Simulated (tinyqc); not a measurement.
What moves the results: donors with valley-orbit split 1s states. A value that a table varies takes the place of the one given here.

Each donor binds at most one electron, in any of its states. For a site s, W_s = sum over its states of g exp(E/kT), and the ionised share is 1/(1 + W_s exp(eta)), eta = (EF - Ec)/kT; n = Nc F_1/2(eta); neutrality n + NA = ND x (mean ionised share); holes are neglected. Nc from N = 2 (m kB T/(4 pi c))^(3/2) with c = hbar^2/2m0, in 1/angstrom^3; times 1e24 for 1/cm^3, m = md. F_j(eta) = (1/Gamma(j + 1)) integral_0^infinity x^j dx/(1 + exp(x - eta)), which tends to exp(eta) for eta << 0.

Mobility (Caughey-Thomas form): mu = mu0 + (mu1 (T/300)^(-ga) - mu0)/(1 + ((ND + NA)/Nr)^de); rho = 1/(e n mu), e = 1.602176634e-19 C.

Constants: hbar^2/2m0 = 3.80998211 eV angstrom^2; kB = 8.617333262e-05 eV/K.

Inputs chosen for the exercise (near those of P in Si; shifted at random, so the results belong to these values and not to a real crystal): md = 1.053 m0 (density-of-states mass of the conduction band); E = (45.3, 33.5, 32.3) meV (binding energies of 1s(A1), 1s(T2), 1s(E)); g = (2, 6, 4) (their degeneracies with spin); ND = 4.8e+17 1/cm^3 (donors); NA = 0 1/cm^3 (compensating acceptors, all ionised); T = 300 K; mu0 = 71 cm^2/(V s) (mobility at heavy doping); mu1 = 1369 cm^2/(V s) (mobility at light doping and 300 K); Nr = 1.1e+17 1/cm^3 (reference doping); de = 0.72 (doping exponent); ga = 2.3 (temperature exponent).

## What the excited states change

The last columns keep only the ground state of each site (g = 2).

Results:
```
T (K),effective degeneracy,eta,n (1/cm^3),"n, ground states only",ratio
40,2.29,-7.49,7.36e+14,7.87e+14,0.935
60,2.94,-5.74,7.81e+15,9.45e+15,0.827
80,3.69,-4.99,2.54e+16,3.41e+16,0.744
110,4.74,-4.50,6.63e+16,9.80e+16,0.676
150,5.87,-4.29,1.31e+17,2.00e+17,0.653
200,6.91,-4.27,2.05e+17,3.05e+17,0.674
250,7.66,-4.35,2.65e+17,3.70e+17,0.716
300,8.22,-4.47,3.11e+17,4.09e+17,0.760
400,9.00,-4.72,3.70e+17,4.45e+17,0.832
500,9.52,-4.97,4.04e+17,4.59e+17,0.879
```

The effective degeneracy grows from 2.29 to 9.52. Excited states hold electrons back, so the ratio is never above 1; it is lowest, 0.653, at 150 K of those listed, and 0.760 at 300 K. At low T the excited states empty out, and at high T more donors are ionised (n is 84 % of ND - NA in the last row), so the effect is largest in between.

## Ionisation and resistivity against doping

NA = 0.

Results:
```
ND (1/cm^3),n (1/cm^3),n/ND,mu (cm^2/(V s)),rho (ohm cm),rho at full ionisation
1.0e+14,1.00e+14,1.000,1361,45.9,45.9
1.0e+15,9.98e+14,0.998,1326,4.71,4.71
1.0e+16,9.83e+15,0.983,1173,0.541,0.532
3.0e+16,2.86e+16,0.952,1003,0.218,0.207
1.0e+17,8.68e+16,0.868,742,0.0969,0.0841
3.0e+17,2.17e+17,0.724,495,0.0580,0.0420
1.0e+18,5.21e+17,0.521,291,0.0411,0.0214
2.0e+18,8.18e+17,0.409,214,0.0356,0.0146
```

From 1e16 to 1e18 1/cm^3 rho falls by a factor 13.2, not 100: the mobility takes a factor 4.03 and incomplete ionisation 1.89. n/ND is below 0.9 from 1e+17 1/cm^3 on. From a few times 1e18 1/cm^3 on, depending on the dopant, the levels merge with the band, and already below that screening lowers the binding energy, so the last rows understate n.

## Compensation sets the slope of the freeze-out

NA = K ND. The slope energy is -d ln(n T^(-p))/d(1/kT) between 30 and 36 K, with p = 3/4 for K = 0 and p = 3/2 otherwise.

Results:
```
K,n(30 K) (1/cm^3),n(36 K) (1/cm^3),slope energy (meV)
0,6.95e+13,3.35e+14,22.26
0.0010,9.86e+12,1.72e+14,40.10
0.010,9.97e+11,2.30e+13,44.46
0.050,1.91e+11,4.44e+12,44.53
0.20,4.03e+10,9.35e+11,44.53
0.50,1.01e+10,2.34e+11,44.53
```

Without acceptors the slope is 22.26 meV, against half the ground-state energy, 22.65; with K = 0.05 it is 44.53 meV, against the full 45.3. The full energy (less a few meV where excited levels lie within a few kT) shows where n is far below NA, since the acceptors then hold EF near the donor level: n(36 K)/NA is 0.36 for K = 0.001 and 0.00019 for K = 0.05; where it is not small, the slope falls short of the full energy.

## What moves the carrier density

All results formed anew. Each row changes one parameter from the base and keeps the others.

Results:
```
case,eta,n (1/cm^3),rho (ohm cm)
base,-4.465,3.106e+17,0.04964
"E = (50.3, 33.5, 32.3) meV",-4.479,3.065e+17,0.05031
md = 1.158 m0,-4.572,3.221e+17,0.04787
ND = 9.6e+17 1/cm^3,-3.972,5.072e+17,0.04151
NA = 4.8e+16 1/cm^3,-4.585,2.755e+17,0.05837
T = 330 K,-4.542,3.321e+17,0.05602
Nr = 2.2e+17 1/cm^3,-4.465,3.106e+17,0.03705
```

The largest shifts from the base row, up to three for each result and ties (the steps differ in size, so this ranks the rows, not the parameters). eta: ND +0.493, NA -0.120, md -0.107; unchanged at the printed digits by Nr. n (1/cm^3): ND +1.97e+17, NA -3.51e+16, T +2.15e+16; unchanged at the printed digits by Nr. rho (ohm cm): Nr -0.0126, NA +0.00873, ND -0.00813.

Run: tinyqc, `OMP_NUM_THREADS=1 python tinyqc.py 1650905 1650906 out.jsonl`; Intel(R) Xeon(R) Processor @ 2.30GHz, one thread, shared host; about 0.01 s of CPU time with all checks.
